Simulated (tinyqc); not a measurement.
## Junction parameters from two forward currents

Question. D(v) = J1 (exp(v/Vt) - 1) + J2 (exp(v/(2 Vt)) - 1). Find J1, J2 and the voltage 2 Vt ln(J2/J1) near which both parts are equal.

Parameters, values chosen for the exercise:
- T = 300 K (temperature)

Constants: q = 1.602176634e-19 C, kB = 1.380649e-23 J/K, Vt = kB T/q. Results are converted to the units shown.

junction voltages (V): [0.29, 0.66]
currents (uA/um): [8.5888081e-7, 0.56335535]

Solution. The current is linear in J1 and J2, so two points give two equations.

J1 = 4.60e-12 uA/um
J2 = 1.90e-9 uA/um
crossover = 0.311 V

Computed by the program tinyqc: `OMP_NUM_THREADS=1 python tinyqc.py 2182007 2182008 out.jsonl`, one thread of a shared Intel Xeon 2.30GHz, about 0.2 s for the whole run.
